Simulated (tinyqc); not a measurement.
## Phonon and roughness prefactors from two fields

Question. At 300 K and high field 1/mu = E^(1/3)/Ap + E^gs/As, E in MV/cm. Find Ap and As.

Parameters, values chosen for the exercise: exponent of the roughness term gs = 2.

mu at E = 0.48 and 0.98 MV/cm (cm^2/(V s)): 492.99060  314.94097

Answer. Two linear equations in 1/Ap and 1/As.

Ap = 430 cm^2/(V s)
As = 1.11e3 cm^2/(V s)

tinyqc, about 0.01 s, one thread, Intel Xeon 2.30GHz (shared host): `OMP_NUM_THREADS=1 python tinyqc.py 2510171 2510172 out.jsonl`
